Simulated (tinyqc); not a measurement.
Expansion against temperature: quasi-harmonic thermal expansion with mode Grueneisen parameters. Computed by tinyqc, a small Python program. Command: `OMP_NUM_THREADS=1 python tinyqc.py 3030980 3030981 out.jsonl qha walk`. One thread of a shared host (Intel(R) Xeon(R) Processor @ 2.30GHz), about 0.02 s of CPU time with the checks.

A crystal with two atoms a cell; per atom there are 1 transverse acoustic (TA), 1/2 longitudinal acoustic (LA) and 3/2 optical (O) modes. Every frequency of group i scales as nu_i (V/V0)^(-gamma_i). Each group has one frequency. Static energy: E = (9 V0 B0/16) [y^3 B' + y^2 (2 - 4 y)], y = (V0/V)^(2/3) - 1, with pressure P_s = (3 B0/2) (z^7 - z^5) [1 + (3/4)(B' - 4)(z^2 - 1)], z = (V0/V)^(1/3).

Inputs (values chosen for the exercise, for a model crystal):
```
quantity,value,unit
static volume V0,19.3,angstrom^3/atom
static bulk modulus B0,128,GPa
static B',3.95,-
frequency nu_TA,3.81,THz
frequency nu_LA,9.68,THz
frequency nu_O,11.2,THz
Grueneisen parameter gamma_TA,-1.5,-
Grueneisen parameter gamma_LA,0.9,-
Grueneisen parameter gamma_O,1.8,-
```

Acoustic groups: Einstein.

Constants: h x 1 THz = 4.135667696 meV; k_B = 8.617333262e-05 eV/K; 1 eV/angstrom^3 = 160.2176634 GPa.

Method:
- For a mode with x = h nu/(k_B T), n = 1/(exp(x) - 1): U = h nu (n + 1/2), C/k_B = x^2 n (n + 1); U_i and C_i sum these over group i with its weight per atom.
- Phonon pressure P_ph = sum_i gamma_i U_i/V.
- B_T = -V d(P_s + P_ph)/dV at fixed T (central difference, step 1e-4 V); alpha_V = sum gamma_i C_i k_B/(B_T V), all at V(T); the linear coefficient is alpha_L = alpha_V/3.
- V(T) solves P_s + P_ph = 0. The Grueneisen estimate uses C_i, V0 and B0 at the static volume; gamma_th = sum gamma_i C_i / sum C_i is taken at V(T).

Quasi-harmonic results:
```
T (K),V/V0 - 1 (%),B_T (GPa),alpha_L (ppm/K),"alpha_L, Grueneisen estimate",gamma_th
20,0.38604,127.69,-0.0240,-0.0250,-1.5000
40,0.38449,127.69,-0.6040,-0.6144,-1.4866
70,0.37457,127.69,-1.4263,-1.4436,-1.1763
100,0.36189,127.67,-1.2500,-1.2742,-0.6255
150,0.35108,127.57,-0.1495,-0.1758,-0.0474
220,0.36221,127.35,1.0983,1.0753,0.2637
300,0.39908,127.06,1.8775,1.8552,0.3953
450,0.50068,126.52,2.5107,2.4836,0.4814
700,0.70585,125.62,2.8593,2.8195,0.5219
1000,0.97290,124.57,3.0039,2.9473,0.5364
```

What does the comparison show, and why?

alpha_L is negative up to 150 K among these rows and changes sign before 220 K, once the LA and optical groups take up heat. gamma_th moves from -1.50, near gamma_TA = -1.5, to 0.54, near the average over all modes, 0.55, as the stiffer groups take up their share of C. B_T changes by -2.4 % over the table, and at the highest T the estimate at fixed V0 and B0 is off by -1.9 %. In the coldest rows alpha_L is far too small in size, since one frequency a group leaves out the long acoustic waves.

Extremes, crossings and ranges named in words are read from the listed rows.
